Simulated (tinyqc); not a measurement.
Trench capacitor in an array: capacitance, non-linearity, leakage and relaxation: two steps of the calculation.

A film between two metal electrodes, each interface adding a series capacitance ci. The small-signal permittivity is ek (1 + aq E^2); the field is found with the linear permittivity. Leakage J = J0 sinh(E/Ef). After a voltage step the film passes a relaxation current kr C V tt^(-nr), tt being the time in seconds. The sidewall is a coaxial capacitor with radii a = dm/2 - t and b = dm/2, depth AR dm; the end face is left out.

Inputs (values chosen for the exercise); permittivity of the order of that of silicon nitride:
- ek = 7.85 (relative permittivity of the film)
- t = 15 nm (film thickness)
- ci = 180 uF/cm^2 (capacitance of each electrode interface (dead layer and screening))
- aq = 0.0023 cm^2/MV^2 (quadratic field coefficient of the permittivity)
- V = 2.1 V (bias)
- J0 = 2.7e-10 A/cm^2 (leakage prefactor)
- Ef = 0.26 MV/cm (field for an e-fold rise of the leakage)
- dm = 73 nm (diameter of the hole)
- AR = 30 (aspect ratio, depth over diameter)
- pt = 100 nm (pitch of the square array)
- rho = 780 uohm cm (resistivity of the inner electrode)

Constants: eps0 = 8.8541878128e-14 F/cm where lengths are in cm. Results are converted to the units shown.

Question 1. Planar capacitance, field and non-linearity. Planar film: Cf = eps0 ek/t, 1/C = 1/Cf + 2/ci, EOT = 3.9 eps0/C, effective permittivity C t/eps0, E = (V/t) C/Cf; quadratic coefficient [C(V)/C - 1]/V^2 with Cf (1 + aq E^2) in C(V).

Wanted: Cf; C; EOT; effective permittivity; E; quadratic coefficient; J.

Answer 1.

Cf = 0.46337 uF/cm^2
C = 0.46100 uF/cm^2
EOT = 7.4906 nm
effective permittivity = 7.8098
E = 1.3928 MV/cm
quadratic coefficient = 1006.6 ppm/V^2
J = 2.8632e-8 A/cm^2

The interfaces take 0.512 % of the voltage.

Question 2. Cell capacitance, fields and time constant. Per length 1/c = ln(b/a)/(2 pi eps0 ek) + (1/a + 1/b)/(2 pi ci); cell capacitance c AR dm; per footprint over pt^2; fields c V/(2 pi eps0 ek r) at r = a and b; resistance of the inner electrode rho AR dm/(pi a^2); time constant R C/3 of the distributed line.

Wanted: a; b; cell capacitance; capacitance per footprint; field at a; field at b; R; R C/3.

Answer 2.

a = 21.50 nm
b = 36.50 nm
cell capacitance = 1.797 fF
capacitance per footprint = 17.97 uF/cm^2
field at a = 1.836 MV/cm
field at b = 1.081 MV/cm
R = 11.76 kohm
R C/3 = 7.047 ps

The array gives 39.0 times the planar capacitance per footprint; curvature makes the field at the inner electrode 1.32 times the planar value.

Computed by the program tinyqc: `OMP_NUM_THREADS=1 python tinyqc.py 2102091 2102092 out.jsonl`, one thread of a shared Intel Xeon 2.30GHz, about 0.01 s for the whole run.
